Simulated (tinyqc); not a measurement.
What each value does: bond unit of a tetrahedral oxide and its oxygen vacancy in tight binding.

Two sp3 hybrids h1, h2 at eh = (es + 3 ep)/4 point at one oxygen with orbitals s, px, py, pz; x joins the two cations, z bisects the angle phi, and th = (180 - phi)/2. With u = hbar^2/(m d^2) = 2c/d^2, c = hbar^2/2m0: Vhs = -(1.32 + sqrt3 x 1.42) u/2 and Vhp = (1.42 + sqrt3 x 2.22) u/2. <h|s> = Vhs for both; <h1|px> = Vhp cos(th), <h2|px> = -Vhp cos(th); <h|pz> = Vhp sin(th) for both; py is a lone pair. The unit holds 8 electrons. Coupling between units, which widens the levels into bands, is left out.

Constants: hbar^2/2m0 = 3.80998211 eV angstrom^2.

Inputs chosen for the exercise (near tabulated values for SiO2; not measured data):
- es = -14.62 eV (s level of the cation)
- ep = -7.58 eV (p level of the cation)
- eos = -34.28 eV (s level of oxygen)
- eop = -16.68 eV (p level of oxygen)
- d = 1.62 angstrom (cation-oxygen distance)
- phi = 133 degrees (bond angle at oxygen)
- R = 2.94 angstrom (cation-cation distance across the vacancy)

Spacing from the highest filled to the lowest empty level, excess electrons on oxygen (their number less 6), and the vacancy bond level eh - V2 - eop, V2 = 3.22 x 2c/R^2.

Results for these values:

| case | spacing (eV) | excess on O | vacancy level (eV) |
|---|---|---|---|
| base | 11.1097 | 0.9817 | 4.5013 |

What happens to each result for phi = 125 degrees, all else kept?

Answer: spacing rises from 11.1097 to 11.5601; excess on O falls from 0.9817 to 0.9482; vacancy level does not change at the printed digits.

The same for each parameter in turn:

| case | spacing (eV) | excess on O | vacancy level (eV) |
|---|---|---|---|
| base | 11.1097 | 0.9817 | 4.5013 |
| es = -14.12 eV | 11.2120 | 0.9913 | 4.6263 |
| ep = -7.08 eV | 11.4174 | 1.0100 | 4.8763 |
| eos = -32.28 eV | 11.2371 | 0.9722 | 4.5013 |
| eop = -16.18 eV | 10.6734 | 0.9445 | 4.0013 |
| d = 1.66 angstrom | 10.8194 | 1.0130 | 4.5013 |
| phi = 125 degrees | 11.5601 | 0.9482 | 4.5013 |
| R = 3.09 angstrom | 11.1097 | 0.9817 | 4.7702 |

tinyqc: `OMP_NUM_THREADS=1 python tinyqc.py 1482438 1482439 out.jsonl`; about 0.01 s, one thread, shared Intel(R) Xeon(R) Processor @ 2.30GHz.
